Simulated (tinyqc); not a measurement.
What moves the moment: Stoner model of a band ferromagnet.

Density of states per atom and spin: flat with a rise to the top, D(e) = (M/W) [1 - sp + 4 sp (e/W + 1/2)^3]. Levels e -/+ I m/2 for up and down spin, m = n_up - n_down, n_up + n_down = nd. At zero temperature e(N) is the energy below which N states lie, and E(m) = sum over spins of integral e D de - I m^2/4.

Parameters, chosen for this exercise: W = 4.9 eV (band width, e from -W/2 to W/2); M = 5 (states per atom and spin); nd = 7.42 (electrons per atom); sp = 0.33 (shape parameter); I = 0.73 eV (Stoner parameter).

Lowest state for each case.

Results for these values:

| case | I D(EF) | m (muB) | E - E(0) (meV) |
|---|---|---|---|
| base | 1.103 | 2.580 | -95.1 |

What happens to each result for nd = 7.12, all else kept?

Answer: I D(EF) falls from 1.103 to 1.060; m rises from 2.580 to 2.880; E - E(0) rises from -95.1 to -55.1.

The same for each parameter in turn:

| case | I D(EF) | m (muB) | E - E(0) (meV) |
|---|---|---|---|
| base | 1.103 | 2.580 | -95.1 |
| W = 4.508 eV | 1.199 | 2.580 | -184.7 |
| I = 0.788 eV | 1.191 | 2.580 | -191.6 |
| nd = 7.12 | 1.060 | 2.880 | -55.1 |
| sp = 0.43 | 1.268 | 2.580 | -236.7 |

Program tinyqc; command `OMP_NUM_THREADS=1 python tinyqc.py 1681376 1681377 out.jsonl`; about 0.4 s on one thread of a shared Intel(R) Xeon(R) Processor @ 2.30GHz.
